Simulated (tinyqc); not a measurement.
# Floating body of a partially depleted SOI transistor: body voltage and kink: effects of single changes

Source at 0 V. Channel current Ic = 2 nf K Vt^2 [F(0) - F(Vd)](1 + la Vd), F(V) = ln^2(1 + exp((Vg - VT - nf V)/(2 nf Vt))), VT = VT0 - gb Vb. Saturation voltage Vs = 2 Vt sqrt(F(0)) + 3 Vt, excess Ve = (Vd - Vs + sqrt((Vd - Vs)^2 + 0.0004 V^2))/2, multiplication M1 = Ai Ve exp(-Bl/Ve). Each junction passes D(v) = J1 (exp(v/Vt) - 1) + J2 (exp(v/(2 Vt)) - 1). Bipolar current Ib = bb J1 (exp(Vb/Vt) - 1). The body settles where M1 (Ic + Ib) = D(Vb) + D(Vb - Vd) + Vb/Rb; drain current Id = (1 + M1)(Ic + Ib) - D(Vb - Vd).

Inputs (values chosen for the exercise); values of the order met in partially depleted silicon-on-insulator transistors:
- T = 358 K (temperature)
- VT0 = 0.54 V (threshold at zero body voltage)
- gb = 0.28 (fall of the threshold per volt of body voltage)
- nf = 1.29 (slope factor)
- K = 580 uA/(V^2 um) (gain factor per width)
- la = 0.07 1/V (channel-length modulation factor)
- Ai = 3.11 1/V (impact-ionisation prefactor)
- Bl = 5.8 V (impact-ionisation voltage)
- J1 = 1.4e-10 uA/um (diffusion saturation current of each junction)
- J2 = 9.3e-9 uA/um (recombination saturation current of each junction)
- bb = 0 (gain of the lateral bipolar transistor on the diffusion current)
- Rb = 5e5 kohm um (resistance of a weak body tie to the source (1e9 stands for no tie, and the term is then dropped))
- Vg = 0.77 V (gate voltage)
- Vd = 2.4 V (drain voltage)

Constants: q = 1.602176634e-19 C, kB = 1.380649e-23 J/K, Vt = kB T/q. Results are converted to the units shown.

Each table varies one quantity; the others keep the values above.

## Output curve and kink

Rows with more than one solution for Vb (latch) are left out; dId/dVd by a forward difference over 1e-4 V, swing = 1e-4 V over the change of log10 Id; M1 under 1e-12 is printed as 0.

Result of one run:
```
Vd (V)  Vb (V)        M1  Id, floating (uA/um)  Id, grounded (uA/um)  ratio  dId/dVd, floating (uS/um)  dId/dVd, grounded (uS/um)
1       0.5302  1.501e-4                 34.58                 13.22  2.617                      33.00                     0.9898
```

What becomes of these results when the drain voltage Vd is changed from 1 to 1.2 V, all else the same?

Result of the changed run:
```
Vd (V)  Vb (V)        M1  Id, floating (uA/um)  Id, grounded (uA/um)  ratio  dId/dVd, floating (uS/um)  dId/dVd, grounded (uS/um)
1.2     0.6157  0.001682                 39.62                 13.45  2.946                      20.78                      1.444
```

The whole series:
```
Vd (V)  Vb (V)        M1  Id, floating (uA/um)  Id, grounded (uA/um)  ratio  dId/dVd, floating (uS/um)  dId/dVd, grounded (uS/um)
1       0.5302  1.501e-4                 34.58                 13.22  2.617                      33.00                     0.9898
1.2     0.6157  0.001682                 39.62                 13.45  2.946                      20.78                      1.444
1.4     0.6685  0.008421                 43.41                 13.83  3.140                      17.80                      2.383
1.6     0.7057   0.02635                 46.99                 14.44  3.255                      18.56                      3.798
1.8     0.7335   0.06173                 51.02                 15.37  3.319                      22.15                      5.593
2       0.7551    0.1196                 55.99                 16.69  3.355                      27.88                      7.649
2.2     0.7726    0.2034                 62.27                 18.44  3.377                      35.13                      9.863
```

Vb rises from 0.530 to 0.773 V and the ratio of the currents rises from 2.62 to 3.38. The output conductance with a floating body exceeds the grounded value by the largest factor among the rows, 33.3, at Vd = 1 V, where Vb = 0.530 V and M1 = 1.50e-4.

## Transfer curve and swing

Same model as above.

Result of one run:
columns A: Vg (V); B: Vb (V); C: M1; D: Id, floating (uA/um); E: Id, grounded (uA/um); F: ratio; G: swing, floating (mV/decade); H: swing, grounded (mV/decade)
```
A          B       C       D         E      F      G      H
0.29  0.6298  0.5631  0.2899  0.004706  61.59  88.48  93.66
```

What becomes of these results when the gate voltage Vg is changed from 0.29 to 0.69 V, all else the same?

Result of the changed run:
columns A: Vg (V); B: Vb (V); C: M1; D: Id, floating (uA/um); E: Id, grounded (uA/um); F: ratio; G: swing, floating (mV/decade); H: swing, grounded (mV/decade)
```
A          B       C      D      E      F      G      H
0.69  0.7785  0.3569  48.44  10.08  4.807  446.4  221.4
```

The whole series:
columns A: Vg (V); B: Vb (V); C: M1; D: Id, floating (uA/um); E: Id, grounded (uA/um); F: ratio; G: swing, floating (mV/decade); H: swing, grounded (mV/decade)
```
A            B       C         D         E      F      G      H
0.09  0.006179  0.5809  3.362e-5  3.219e-5  1.044  87.84  91.83
0.19    0.5343  0.5769   0.01577  3.935e-4  40.08  71.20  92.22
0.29    0.6298  0.5631    0.2899  0.004706  61.59  88.48  93.66
0.39    0.6968  0.5270     2.623   0.05233  50.12  129.3  98.51
0.49    0.7383  0.4723     10.80    0.4738  22.79  208.9  113.5
0.59    0.7629  0.4133     26.35     2.828  9.319  319.1  151.1
0.69    0.7785  0.3569     48.44     10.08  4.807  446.4  221.4
0.79    0.7887  0.3050     76.03     23.95  3.175  582.4  320.9
0.89    0.7956  0.2578     108.4     44.19  2.452  722.5  439.4
```

Vb rises from 0.00618 to 0.796 V. The smallest swing among the rows is 71.2 mV a decade with a floating body (at Vg = 0.19 V) and 91.8 with a grounded one; Vt ln 10 = 71.0. The floating swing is smaller by more than 3 % for Vg = 0.09, 0.19, 0.29 V, where the rising Vb lowers the threshold as Vg rises. In the first row the floating body raises the current by a factor of 1.04.

Range of the model: The multiplication law is an empirical form chosen for the exercise; self-heating and capacitive coupling to the body are left out, and the linear laws are rough once Vb passes about 0.7 V or M1 about 0.1.

Numbers from tinyqc (`OMP_NUM_THREADS=1 python tinyqc.py 2182268 2182269 out.jsonl`; about 0.2 s on one thread of a shared Intel Xeon 2.30GHz).
